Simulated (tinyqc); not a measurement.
Comparisons within one model: eight-band Kane k.p model. A value that a table varies takes the place of the one given here.

Eight-band Kane model, basis S, X, Y, Z times spin, zero of energy at the top of the unstrained valence band, c = hbar^2/2m0. Within each spin: H_SS = Eg + A c k^2, H_SX = i P kx (likewise Y, Z), H_XX = -Dso/3 + L kx^2 + M (ky^2 + kz^2), H_XY = N kx ky, and cyclic. Spin-orbit term (Dso/3) L.sigma on X, Y, Z with (L_k)_ij = -i epsilon_kij: <X+|H|Y+> = -i Dso/3, <X+|H|Z-> = Dso/3, <Y+|H|Z-> = -i Dso/3, <Z+|H|X-> = -Dso/3, <Z+|H|Y-> = i Dso/3, <X-|H|Y-> = i Dso/3, and their conjugates; + and - are the spin along z. Terms from inversion asymmetry are left out, so every level is twofold.

P = sqrt(Ep c); A = 1/me - Ep (Eg + 2 Dso/3)/(Eg (Eg + Dso)) keeps the electron mass; g1' = g1 - Ep/(3 Eg), g2' = g2 - Ep/(6 Eg), g3' = g3 - Ep/(6 Eg) remove the coupling to S that the Luttinger values already hold; L = -c (g1' + 4 g2'), M = -c (g1' - 2 g2'), N = -6 c g3'.

Constants: hbar^2/2m0 = 3.80998211 eV angstrom^2.

Inputs chosen for the exercise (near those of InAs; not measured data):
- Eg = 0.392 eV (gap at Gamma to the s-like level)
- Dso = 0.381 eV (spin-orbit splitting)
- Ep = 21.7 eV (Kane energy)
- me = 0.0269 m0 (electron mass at Gamma)
- g1 = 20.3 (Luttinger gamma1)
- g2 = 8.48 (gamma2)
- g3 = 9.09 (gamma3)
- kmax = 0.06 1/angstrom (end of the path)

## Non-parabolicity of the conduction band

Unstrained, along [110], six points up to kmax. Parabolic: E = c k^2/me. Two-band form: E (1 + alpha E) = c k^2/me with alpha = (1 - me)^2/Eg. The column alpha(k) solves that form for alpha with the eight-band energy. Energies from the conduction edge.

Energies:
```
|k| (1/angstrom)  parabolic (eV)  two-band (eV)  eight-band (eV)  alpha(k) (1/eV)  parabolic / eight-band
0.0100                    0.0142         0.0137           0.0136            2.942                   1.040
0.0200                    0.0567         0.0505           0.0494            2.998                   1.148
0.0300                    0.1275         0.1022           0.0979            3.081                   1.302
0.0400                    0.2266         0.1627           0.1526            3.182                   1.485
0.0500                    0.3541         0.2282           0.2094            3.298                   1.691
0.0600                    0.5099         0.2969           0.2665            3.426                   1.913
```

alpha = 2.416 1/eV

At the last point the parabola lies a factor 1.91 above the eight-band value, and the two-band form 30.4 meV above it. The parabola stays within 5 % up to |k| = 0.0100 1/angstrom of the points listed. alpha(k) goes from 2.942 to 3.426 1/eV, a spread of 16.5 % over this range; the simple rule gives 2.416, 18 % below the first value, as it knows neither Dso nor the remote terms.

## Four, six or eight bands for the holes

Unstrained, along [111]. Six bands: the X, Y, Z block alone with the full g1, g2, g3 in L, M, N. Four bands: the same with Dso sent to infinity. HH, LH and SO name the pairs from the top.

Valence levels (eV):
```
|k| (1/angstrom)     HH 4     HH 6     HH 8     LH 4     LH 6     LH 8     SO 6     SO 8
0.0100            -0.0008  -0.0008  -0.0008  -0.0147  -0.0144  -0.0140  -0.3890  -0.3853
0.0200            -0.0032  -0.0032  -0.0032  -0.0586  -0.0543  -0.0503  -0.4162  -0.3990
0.0300            -0.0073  -0.0073  -0.0073  -0.1319  -0.1092  -0.0972  -0.4734  -0.4242
0.0400            -0.0129  -0.0129  -0.0129  -0.2346  -0.1627  -0.1450  -0.5766  -0.4639
0.0500            -0.0202  -0.0202  -0.0202  -0.3665  -0.2044  -0.1874  -0.7365  -0.5206
0.0600            -0.0291  -0.0291  -0.0291  -0.5278  -0.2349  -0.2223  -0.9523  -0.5941
```

At |k| = 0.0600 the heavy holes of the three models span 0.0 meV and the light holes 305.5 meV. The split-off band moves the light hole by +292.9 meV and treating the conduction band exactly moves it by +12.6 meV more; the split-off band matters more here, where the four-band light-hole energy is 1.39 times Dso and 1.35 times Eg. The four-band light hole has even passed below -Dso = -0.381 eV, where that model has no meaning.

## What each parameter does

Unstrained; levels at |k| = kmax along [110], all derived values formed anew. Each row changes one parameter from the base and keeps the others.

Results:
```
case             conduction (eV)  heavy hole (eV)  light hole (eV)  split-off (eV)
base                      0.6585          -0.0326          -0.2254         -0.5902
Eg = 0.3528 eV            0.6272          -0.0326          -0.2316         -0.5706
Dso = 0.3429 eV           0.6565          -0.0325          -0.2140         -0.5682
Ep = 19.53 eV             0.6531          -0.0325          -0.2206         -0.6021
me = 0.0242 m0            0.6963          -0.0325          -0.2188         -0.5777
g1 = 18.27                0.6684          -0.0047          -0.2009         -0.5689
g2 = 9.328                0.6547          -0.0273          -0.2214         -0.5957
g3 = 9.999                0.6465          -0.0104          -0.2169         -0.6088
```

The largest shifts from the base row, up to three for each result and ties (the steps differ in size, so this ranks the rows, not the parameters). conduction (eV): me +0.0378, Eg -0.0313, g3 -0.0120. heavy hole (eV): g1 +0.0278, g3 +0.0222, g2 +0.0052; unchanged at the printed digits by Eg. light hole (eV): g1 +0.0246, Dso +0.0114, g3 +0.0085. split-off (eV): Dso +0.0219, g1 +0.0213, Eg +0.0195.

Program tinyqc; command `OMP_NUM_THREADS=1 python tinyqc.py 1050606 1050607 out.jsonl`; about 0.02 s on one thread of a shared Intel(R) Xeon(R) Processor @ 2.30GHz.
